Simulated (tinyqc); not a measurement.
Worked calculation: sp3 tight binding, zinc-blende lattice. Computed by tinyqc, a small Python program that keeps every step. Command: `OMP_NUM_THREADS=1 python tinyqc.py 29255 29256 out.jsonl` (the two numbers bound the seeds that draw the settings). One thread of a shared host (Intel(R) Xeon(R) Processor @ 2.60GHz), about 0.01 s of CPU time with the checks.

## Bloch Hamiltonian at k

Parameters chosen for this model: zinc-blende lattice, anion at 0, cation at a/4 (1,1,1); V = eta hbar^2 / (m d^2), hbar^2/m = 7.619964 eV angstrom^2:
```
parameter          value      unit
a               5.210000  angstrom
d               2.255996  angstrom
Es anion      -17.430000        eV
Ep anion       -7.410000        eV
Es cation     -10.280000        eV
Ep cation      -3.670000        eV
eta ss         -1.320000
eta sp          1.420000
eta pp sigma    2.220000
eta pp pi      -0.630000
V ss           -1.976288        eV
V sp            2.126006        eV
V pp sigma      3.323756        eV
V pp pi        -0.943228        eV
```

k point k (2 pi / a): 0.610000  -0.620000  -0.510000

Slater-Koster rules over the four bonds with direction cosines (l, m, n): ss V_ss; s-px l V_sp; px-s -l V_sp; px-px l^2 V_pps + (1 - l^2) V_ppp; px-py l m (V_pps - V_ppp); each times exp(i k.d).

H(k) at k (eV):
```
                      a s                a px                 a py                 a pz
a s            -17.430000            0.000000             0.000000             0.000000
a px             0.000000           -7.410000             0.000000             0.000000
a py             0.000000            0.000000            -7.410000             0.000000
a pz             0.000000            0.000000             0.000000            -7.410000
c s   -1.778024-3.841418i  1.676812+1.571275i  -1.621430-1.624944i  -2.312061-1.139560i
c px  -1.676812-1.571275i  0.431036+0.931253i   2.679139+1.320484i   1.878859+1.882930i
c py   1.621430+1.624944i  2.679139+1.320484i   0.431036+0.931253i  -1.943033-1.820741i
c pz   2.312061+1.139560i  1.878859+1.882930i  -1.943033-1.820741i   0.431036+0.931253i

                      c s                 c px                 c py                 c pz
a s   -1.778024+3.841418i  -1.676812+1.571275i   1.621430-1.624944i   2.312061-1.139560i
a px   1.676812-1.571275i   0.431036-0.931253i   2.679139-1.320484i   1.878859-1.882930i
a py  -1.621430+1.624944i   2.679139-1.320484i   0.431036-0.931253i  -1.943033+1.820741i
a pz  -2.312061+1.139560i   1.878859-1.882930i  -1.943033+1.820741i   0.431036-0.931253i
c s            -10.280000             0.000000             0.000000             0.000000
c px             0.000000            -3.670000             0.000000             0.000000
c py             0.000000             0.000000            -3.670000             0.000000
c pz             0.000000             0.000000             0.000000            -3.670000
```

## Levels at k

Diagonalise the Hermitian matrix.

eigenvalues (eV): -20.317363  -13.535026  -9.814011  -9.747575  -5.165660  -1.465221  -1.268827  0.363683

weights |c|^2 of the basis functions:
```
        band 1    band 2    band 3    band 4    band 5    band 6    band 7    band 8
a s   0.789448  0.050113  0.000202  0.003142  0.132237  0.003014  0.000022  0.021821
a px  0.001334  0.151936  0.282963  0.204388  0.069419  0.040307  0.141067  0.108586
a py  0.001233  0.151789  0.422000  0.063287  0.072821  0.039600  0.139985  0.109284
a pz  0.002881  0.157351  0.013338  0.447352  0.095760  0.185122  0.000001  0.098193
c s   0.161069  0.331802  0.000644  0.009918  0.468664  0.001491  0.000013  0.026399
c px  0.013282  0.054322  0.113420  0.075735  0.052214  0.113631  0.359773  0.217623
c py  0.013118  0.055185  0.162164  0.024719  0.054813  0.112427  0.359135  0.218438
c pz  0.017634  0.047500  0.005270  0.171459  0.054071  0.504408  0.000003  0.199654
```

## Bloch Hamiltonian at L

k point L (2 pi / a): 0.500000  0.500000  0.500000

As before.

H(k) at L (eV):
```
                      a s                 a px                 a py                 a pz
a s            -17.430000             0.000000             0.000000             0.000000
a px             0.000000            -7.410000             0.000000             0.000000
a py             0.000000             0.000000            -7.410000             0.000000
a pz             0.000000             0.000000             0.000000            -7.410000
c s   -2.794893-2.794893i   1.735877+1.735877i   1.735877+1.735877i   1.735877+1.735877i
c px  -1.735877-1.735877i   0.677550+0.677550i  -2.011476-2.011476i  -2.011476-2.011476i
c py  -1.735877-1.735877i  -2.011476-2.011476i   0.677550+0.677550i  -2.011476-2.011476i
c pz  -1.735877-1.735877i  -2.011476-2.011476i  -2.011476-2.011476i   0.677550+0.677550i

                      c s                 c px                 c py                 c pz
a s   -2.794893+2.794893i  -1.735877+1.735877i  -1.735877+1.735877i  -1.735877+1.735877i
a px   1.735877-1.735877i   0.677550-0.677550i  -2.011476+2.011476i  -2.011476+2.011476i
a py   1.735877-1.735877i  -2.011476+2.011476i   0.677550-0.677550i  -2.011476+2.011476i
a pz   1.735877-1.735877i  -2.011476+2.011476i  -2.011476+2.011476i   0.677550-0.677550i
c s            -10.280000             0.000000             0.000000             0.000000
c px             0.000000            -3.670000             0.000000             0.000000
c py             0.000000             0.000000            -3.670000             0.000000
c pz             0.000000             0.000000             0.000000            -3.670000
```

## Levels at L

As before.

eigenvalues (eV): -20.137313  -13.875794  -9.777761  -9.777761  -5.280928  -1.302239  -1.302239  0.504035

## Bands along a path

The same steps at evenly spaced points between the labelled ones.

Bands along the path (eV):
```
k             band 1      band 2      band 3      band 4     band 5     band 6     band 7     band 8
L         -20.137313  -13.875794   -9.777761   -9.777761  -5.280928  -1.302239  -1.302239   0.504035
L-G 0.25  -20.619434  -13.102008   -9.587046   -9.587046  -5.196882  -1.492954  -1.492954   0.128324
L-G 0.50  -21.535727  -11.330116   -9.084581   -9.084581  -5.021557  -1.995419  -1.995419  -0.902600
L-G 0.75  -22.263555   -9.336709   -8.497959   -8.497959  -4.981535  -2.582041  -2.582041  -2.208201
G         -22.530945   -8.217590   -8.217590   -8.217590  -5.179055  -2.862410  -2.862410  -2.862410
G-X 0.25  -22.172376   -9.121028   -8.912221   -8.912221  -4.754146  -2.742450  -2.167779  -2.167779
G-X 0.50  -21.170321  -10.977425  -10.178678  -10.178678  -4.184392  -2.457862  -0.901322  -0.901322
G-X 0.75  -19.813467  -12.937562  -11.166970  -11.166970  -3.842365  -2.196607   0.086970   0.086970
X         -19.002251  -13.960210  -11.528754  -11.528754  -3.729790  -2.097749   0.448754   0.448754
X-W 0.25  -19.002251  -13.960210  -11.528754  -11.528754  -3.729790  -2.097749   0.448754   0.448754
X-W 0.50  -19.002251  -13.960210  -11.528754  -11.528754  -3.729790  -2.097749   0.448754   0.448754
X-W 0.75  -19.002251  -13.960210  -11.528754  -11.528754  -3.729790  -2.097749   0.448754   0.448754
W         -19.002251  -13.960210  -11.528754  -11.528754  -3.729790  -2.097749   0.448754   0.448754
```

With 4 band(s) filled, the highest filled level on these points lies at G and the lowest empty one at L: a gap of 2.9367 eV, indirect.
